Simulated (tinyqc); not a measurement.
Switching kinetics of a ferroelectric film and the memory window of a ferroelectric gate stack: one step, computed by the program tinyqc. Command: `OMP_NUM_THREADS=1 python tinyqc.py 3008307 3008308 out.jsonl feswitch walk`. One thread of a shared host (Intel(R) Xeon(R) Processor @ 2.30GHz), about 0.01 s of CPU time with the checks.

Fields in MV/cm; 1 microcoulomb/cm^2 over eps_0 is 11.29409 MV/cm. In the stack (metal, ferroelectric, interlayer, channel) the channel is taken as a conductor.

Problem. The hysteresis loop. Saturated branches: P(E) = P_s tanh[(E -/+ E_c)/(2 delta)], delta = E_c/ln[(1 + P_r/P_s)/(1 - P_r/P_s)]; D = P + eps_0 eps_F E.

Inputs (values chosen for the exercise, for a model film):

| quantity | value | unit |
|---|---|---|
| saturation polarisation P_s | 36 | microcoulomb/cm^2 |
| ratio P_r/P_s | 0.77 | - |
| coercive field E_c | 0.6 | MV/cm |
| permittivity of the ferroelectric eps_F | 39 | - |

Give: delta; P on both branches (microcoulomb/cm^2) at E/E_c = -3, -2, -1, -0.5, 0, 0.5, 1, 1.5, 2, 3; peak differential permittivity eps_F + P_s/(2 delta eps_0).

Solution.

delta = 0.29402 MV/cm

P on both branches (microcoulomb/cm^2) at E/E_c = -3, -2, -1, -0.5, 0, 0.5, 1, 1.5, 2, 3:

| E (MV/cm) | rising branch | falling branch |
|---|---|---|
| -1.8 | -35.979 | -34.804 |
| -1.2 | -35.842 | -27.720 |
| -0.6 | -34.804 | 0.000 |
| -0.3 | -32.778 | 16.923 |
| 0.0 | -27.720 | 27.720 |
| 0.3 | -16.923 | 32.778 |
| 0.6 | 0.000 | 34.804 |
| 0.9 | 16.923 | 35.564 |
| 1.2 | 27.720 | 35.842 |
| 1.8 | 34.804 | 35.979 |

peak differential permittivity eps_F + P_s/(2 delta eps_0) = 730.42
